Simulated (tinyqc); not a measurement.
Schottky diode by thermionic emission with image-force lowering and series resistance: current against voltage.

Metal on an n-type semiconductor with one parabolic valley; V > 0 is forward bias (metal positive). I = I0 [exp(Vj/(n Vt)) - 1] with Vj = V - I Rs; I0 = S A* T^2 exp(-(phi - dphi)/Vt), the lowering dphi taken at zero bias.

A* = 4 pi q me m0 kB^2/h^3 (times 1e-4 for A/(cm^2 K^2)); Nc = 2 (2 pi me m0 kB T/h^2)^1.5 (times 1e-6 for cm^-3); xi = Vt ln(Nc/Nd), Vbi = phi - xi; surface field Em = sqrt(2 q Nd (Vbi - V - Vt)/(eps0 eps_r)); dphi = sqrt(q Em/(4 pi eps0 eps_r)). The apparent ideality is (dV/d ln I)/Vt.

Values chosen for this exercise; band and dielectric values close to those of silicon: temperature T = 300 K; electron mass me = 0.262 m0; relative permittivity eps_r = 11.5; barrier height seen from the metal phi = 0.84 eV; donor density Nd = 1.5e17 cm^-3; area S = 8.8e-5 cm^2; ideality factor n = 1.08; series resistance Rs = 7.5 ohm.

Constants: q = 1.602176634e-19 C, kB = 1.380649e-23 J/K, h = 6.62607015e-34 J s, m0 = 9.1093837015e-31 kg, Vt = kB T/q, eps0 = 8.8541878128e-14 F/cm where lengths are in cm. Results are converted to the units shown.

Current against voltage:
```
V (V)       I (A)    Vj (V)  apparent ideality
0.05   6.2358e-11  0.050000            0.89983
0.17    5.4923e-9   0.17000             1.0776
0.28    2.8296e-7   0.28000             1.0800
0.4     2.0699e-5   0.39984             1.0860
0.51    8.5130e-4   0.50362             1.3270
0.63    0.0083510   0.56737             3.5027
0.74     0.019803   0.59148             6.8252
0.86     0.033812   0.60641             10.889
0.98     0.048471   0.61647             15.142
1.09     0.062209   0.62343             19.128
```

I rises from 6.24e-11 to 0.0622 A, and the apparent ideality rises from 0.900 to 19.1, against n = 1.08. It starts below n because the -1 in the diode law still counts there. From V = 0.63 V on, I Rs exceeds n Vt and the resistance bends the curve.

Range of the model: One isotropic valley is assumed; bands with several valleys have a larger Richardson constant and Nc.

Program tinyqc, `OMP_NUM_THREADS=1 python tinyqc.py 2640072 2640073 out.jsonl`; Intel Xeon 2.30GHz, shared host, one thread, about 0.01 s.
